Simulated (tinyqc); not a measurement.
Inside a calculation. Model: size effects in the resistivity of thin metal films and interconnect lines. Computed by tinyqc, a small Python program that keeps every step. Command: `OMP_NUM_THREADS=1 python tinyqc.py 3004542 3004543 out.jsonl size walk`. One thread of a shared host (Intel(R) Xeon(R) Processor @ 2.30GHz), about 0.01 s of CPU time with the checks. Intermediate numbers are printed to about 5 digits and carried at full precision; extremes and crossings named in words are read from the listed rows.

Electrons lose their drift at surfaces (a share 1 - p of the hits) and at grain boundaries (reflection R), besides bulk scattering. The line sits in a trench with a non-conducting liner on both walls and the bottom; the spacing equals the drawn width.

Inputs (values chosen for the exercise, modelled on aluminium):

| quantity | value | unit |
|---|---|---|
| bulk resistivity rho_b | 2.55 | microohm cm |
| bulk mean free path lambda | 19.6 | nm |
| specularity p | 0 | - |
| grain-boundary reflection R | 0.63 | - |
| drawn line width w | 91 | nm |
| grain size over metal width | 1.3 | - |
| aspect ratio (height over width) | 2.3 | - |
| liner thickness t | 0.5 | nm |
| line length | 1.4 | micrometre |
| permittivity of the dielectric k | 3.7 | - |
| competitor: rho_b relative to this metal | 2.1 | - |
| competitor: lambda relative to this metal | 0.49 | - |
| competitor: liner relative to t | 0.36 | - |

Geometry: line.

Constants: eps_0 = 8.8541878128e-12 F/m.

## Metal cross-section

Metal width w_m = w - 2t, height h_m = (aspect ratio) w - t, grain size D = (ratio) w_m.

metal width w_m = 90 nm

metal height h_m = 208.8 nm

grain size D = 117 nm

share of the trench filled by metal = 98.665 %

## Grain boundaries

Mayadas-Shatzkes: alpha = (lambda/D) R/(1 - R); rho_b/rho = 1 - 3 alpha/2 + 3 alpha^2 - 3 alpha^3 ln(1 + 1/alpha).

alpha = 0.28524

rho/rho_b from grains = 1.4056

The linear estimate 1 + 3 alpha/2 gives 1.428, within 2 %.

## Surfaces

Fuchs-Sondheimer film: rho_b/rho = 1 - (3/(2 kappa))(1 - p) int_0^1 (s - s^3)(1 - exp(-kappa/s))/(1 - p exp(-kappa/s)) ds, f = rho/rho_b, kappa = thickness/lambda, 80 Gauss-Legendre points. Line: the excess of a film of thickness w_m and of a film of thickness h_m are added, rho/rho_b = 1 + (f(w_m) - 1) + (f(h_m) - 1), an estimate that holds best when both sides exceed lambda.

kappa = w_m/lambda = 4.5918

f(w_m) = 1.0888

f(h_m) = 1.0365

rho/rho_b from surfaces = 1.1253

## Resistance and delay

Total: rho = rho_b [1 + surface excess + grain excess]; resistance per length rho/(w_m h_m); capacitance per length C = 2 k eps_0 (aspect ratio + 1/2), a parallel-plate estimate for two neighbours plus a fixed term for the planes above and below; delay 0.38 R C L^2; effective resistivity per drawn area.

resistivity rho = 3.9039 microohm cm

resistance per length = 2.0774 ohm/micrometre

capacitance per length = 0.18346 fF/micrometre

RC delay = 2.8386e-04 ps

effective resistivity per drawn area = 3.9567 microohm cm

Of the factor 1.55 over bulk, scattering gives 1.53 and the liner 1.01; within scattering, grain boundaries outweigh surfaces (0.41 against 0.13, grains first).

## A short-path metal as competitor

w_m = w - 2t, h_m = (aspect ratio) w - t, D = (ratio) w_m; rho = rho_b [1 + surface excess + grain excess]. Effective resistivity rho (aspect ratio) w^2/(w_m h_m) for the metal with its liner, for the same metal without liner, and for a competitor with its own rho_b, lambda and liner, and for that competitor with the liner t; p, R, aspect and grain ratios are the same.

Effective resistivity (microohm cm):

| w (nm) | this metal | without liner | competitor | competitor, liner t |
|---|---|---|---|---|
| 200 | 3.186 | 3.163 | 6.004 | 6.030 |
| 100 | 3.828 | 3.770 | 6.651 | 6.711 |
| 50 | 5.161 | 4.988 | 7.952 | 8.111 |
| 30 | 7.038 | 6.622 | 9.725 | 10.077 |
| 20 | 9.538 | 8.663 | 12.003 | 12.711 |
| 14 | 13.005 | 11.270 | 15.027 | 16.391 |
| 10 | 18.110 | 14.710 | 19.211 | 21.849 |
| 7 | 26.978 | 19.801 | 25.803 | 31.374 |
| 5 | 41.651 | 26.485 | 35.212 | 47.159 |

The competitor wins below a width between 10.0 and 7.00 nm. In narrow lines rho scales as rho_b lambda/w, and the product rho_b lambda of the competitor is 1.03 times this metal's. At the narrowest width the liner costs this metal a factor 1.57. With the same liner the competitor wins nowhere in the table; at the narrowest width the thinner liner lowers it from 47.2 to 35.2. Rows with w - 2t below lambda stretch the additive estimate. Metal widths below about 5 nm are outside this semiclassical model.

Checks made by the program: grain-boundary formula against its angular integral 3 int_0^1 c^3/(c + alpha) dc (relative difference below 1e-10).
